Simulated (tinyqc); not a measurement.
Energy and delay of logic against supply voltage: one step of the calculation.

One expression serves below and above threshold: I(Vg) = Ik [ln(1 + exp((Vg - VT + dd V)/(al nf Vt)))]^al, with I_on = I(V) and I_off = I(0). Gate delay td = kd C V/I_on, clock period LD td. Per gate and cycle the switching energy is act C V^2 and the leakage energy I_off V LD td. No short-circuit current, no variation. Minima are sought above 0.09 V; below a few Vt gates no longer switch and the model has no meaning.

Question. New V. Minimum-energy supply: E(V) is the energy per gate and cycle; with h = 0.001 V, E' = (E(V + h) - E(V - h))/(2 h), E'' = (E(V - h) - 2 E(V) + E(V + h))/h^2, V(new) = V - E'/E''.

Inputs (values chosen for the exercise); values of the order met in logic technologies:
```
symbol,value,unit,meaning
T,300,K,temperature
VT,0.27,V,threshold voltage at zero drain bias
nf,1.18,,slope factor
dd,0.03,,barrier lowering per volt of supply
Ik,2.2,uA,specific current of a gate
al,1.41,,exponent of the current law
C,2,fF,load capacitance of a gate
kd,1.1,,delay factor
LD,40,,logic depth
act,0.01,,activity factor
```

Constants: q = 1.602176634e-19 C, kB = 1.380649e-23 J/K, Vt = kB T/q. Results are converted to the units shown.

V at the start = 0.27 V

Wanted: E'; E''; V after iteration 1.

Answer.

E' = -14.042 aJ/V
E'' = 586.26 aJ/V^2
V after iteration 1 = 0.29395 V

Computed by the program tinyqc: `OMP_NUM_THREADS=1 python tinyqc.py 2082185 2082186 out.jsonl`, one thread of a shared Intel Xeon 2.30GHz, about 0.01 s for the whole run.
